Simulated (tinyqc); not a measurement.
Deep trap from a strong local potential in a two-band host (Koster-Slater model with semi-elliptic bands). Inputs raised by 2 %, one at a time. Computed by tinyqc, a small Python program. Command: `OMP_NUM_THREADS=1 python tinyqc.py 3015280 3015281 out.jsonl deeptrap sens`. One thread of a shared host (Intel(R) Xeon(R) Processor @ 2.30GHz), about 0.03 s of CPU time with the checks.

The valence band spans -2 W_v to 0 and the conduction band E_g to E_g + 2 W_c. The orbital at the impurity site has weight f_v in the valence band and 1 - f_v in the conduction band, each spread as a semi-ellipse (2/(pi W^2)) sqrt(W^2 - x^2) about the band centre. The impurity adds U to this orbital. Spin is left out.

Inputs (values chosen for the exercise, for a model semiconductor): gap E_g = 3.56 eV; half-width of the valence band W_v = 2 eV; half-width of the conduction band W_c = 5.7 eV; valence weight f_v of the site orbital = 0.47; impurity potential U = 32.3 eV.

Impurity: repulsive, acceptor-like.

Method:
- In the gap G(E) = f_v (2/W_v^2)[x - sqrt(x^2 - W_v^2)] - (1 - f_v)(2/W_c^2)[y - sqrt(y^2 - W_c^2)], x = E + W_v, y = E_g + W_c - E.
- G falls across the gap from G(0) to G(E_g). A repulsive U binds if U > 1/G(0), an attractive one if U < 1/G(E_g); the vacancy level (U infinite) solves G(E) = 0 (bisection).
- The trap level solves G(E) = 1/U (bisection). With D = -dG/dE = D_v + D_c, D_v = f_v (2/W_v^2)[x/sqrt(x^2 - W_v^2) - 1] and D_c = (1 - f_v)(2/W_c^2)[y/sqrt(y^2 - W_c^2) - 1], the weight on the impurity orbital is 1/(U^2 D) and the conduction-band character is D_c/D.

Runs; columns: (1) input moved; (2) from; (3) to; (4) trap level E_t (eV); (5) weight on the impurity orbital; (6) depth below the conduction band (eV); (7) vacancy level (eV):
```
(1)                                          (2)     (3)     (4)       (5)     (6)     (7)
base run                                       -       -  2.0860  0.017241  1.4740  2.6462
gap E_g (eV)                                3.56  3.6312  2.1129  0.017591  1.5183  2.6857
half-width of the valence band W_v (eV)        2    2.04  2.0677  0.017354  1.4923  2.6324
half-width of the conduction band W_c (eV)   5.7   5.814  2.1078  0.017439  1.4522  2.6731
valence weight f_v of the site orbital      0.47  0.4794  2.1595  0.017310  1.4005  2.7159
impurity potential U (eV)                   32.3  32.946  2.0969  0.016597  1.4631  2.6462
```

Exponents ln(y'/y) / ln(x'/x):
```
input                                   trap level E_t  weight on the impurity orbital  depth below the conduction band  vacancy level
gap E_g                                          0.648                           1.015                            1.494          0.748
half-width of the valence band W_v              -0.445                           0.330                            0.623         -0.263
half-width of the conduction band W_c            0.525                           0.575                           -0.752          0.512
valence weight f_v of the site orbital           1.749                           0.203                           -2.583          1.313
impurity potential U                             0.264                          -1.923                           -0.376          0.000
```

To which inputs is each result most sensitive?

Among the inputs moved here: trap level E_t answers most in size to valence weight f_v of the site orbital (exponent +1.749), next to gap E_g (+0.648). Weight on the impurity orbital answers most in size to impurity potential U (exponent -1.923), next to gap E_g (+1.015). Depth below the conduction band answers most in size to valence weight f_v of the site orbital (exponent -2.583), next to gap E_g (+1.494). Vacancy level answers most in size to valence weight f_v of the site orbital (exponent +1.313), next to gap E_g (+0.748); its exponent is below 0.0005 for impurity potential U.
